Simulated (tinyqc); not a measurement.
# Capacitances against the distance to each plane

Endless row of lines of width wl, height tl and space sl between grounded planes at distance hd; e2 fills the gaps beside the lines, e1 the rest. Laplace's equation is solved on meshes of 3, 6 and 12 steps per unit u and extrapolated (Aitken), which is good to about 0.2 %. C_even (all lines at 1 V) is the capacitance Cg to the planes; C_odd (neighbours in antiphase) = Cg + 4 Cc if only nearest neighbours couple, which defines Cc; total with quiet neighbours Cg + 2 Cc. Plate values 2 eps0 e1 wl/hd and eps0 e2 tl/sl.

Parameters, values chosen for the exercise:

| symbol | value | unit | meaning |
|---|---|---|---|
| e1 | 3 |  | relative permittivity above and below the lines |
| e2 | 2.4 |  | relative permittivity between the lines |
| wl | 4 | u | line width, in units u |
| tl | 8 | u | line height |
| sl | 4 | u | space between lines |

Constants: eps0 = 8.8541878128e-12 F/m. Results are converted to the units shown.

The same in every row: plate Cc (aF/um) = 42.5.

Result of one run:
```
hd (u),Cg (aF/um),Cc (aF/um),Cg + 2 Cc (aF/um),C_odd (aF/um),plate Cg (aF/um),"share of coupling, 2 Cc/(Cg + 2 Cc) (%)"
3,126,44.2,214,303,70.8,41.3
```

What becomes of these results when the distance to each plane hd is changed from 3 to 4 u, all else the same?

Result of the changed run:
```
hd (u),Cg (aF/um),Cc (aF/um),Cg + 2 Cc (aF/um),C_odd (aF/um),plate Cg (aF/um),"share of coupling, 2 Cc/(Cg + 2 Cc) (%)"
4,97.0,48.3,194,290,53.1,49.9
```

The whole series:
```
hd (u),Cg (aF/um),Cc (aF/um),Cg + 2 Cc (aF/um),C_odd (aF/um),plate Cg (aF/um),"share of coupling, 2 Cc/(Cg + 2 Cc) (%)"
2,179,38.8,257,335,106,30.2
3,126,44.2,214,303,70.8,41.3
4,97.0,48.3,194,290,53.1,49.9
5,79.0,51.5,182,285,42.5,56.6
6,66.6,54.1,175,283,35.4,61.9
8,50.7,57.7,166,281,26.6,69.5
10,40.9,60.0,161,281,21.3,74.6
```

As hd goes from 2 to 10, Cg falls from 179 to 40.9 aF/um, Cc rises from 38.8 to 60.0 aF/um and the share of coupling rises from 30.2 to 74.6 %. Cg is 1.69 times its plate value in the first row and 1.93 times in the last; for Cc the ratios are 0.914 and 1.41. Neighbours in antiphase raise the load by a factor of 1.30 and 1.75 over quiet ones. For hd = 8, 10 the planes are farther than 0.8 of the pitch, so second neighbours couple too and Cg + 2 Cc understates the quiet load by a per cent or more.

Program tinyqc, `OMP_NUM_THREADS=1 python tinyqc.py 2790146 2790147 out.jsonl`; Intel Xeon 2.30GHz, shared host, one thread, about 1 s.
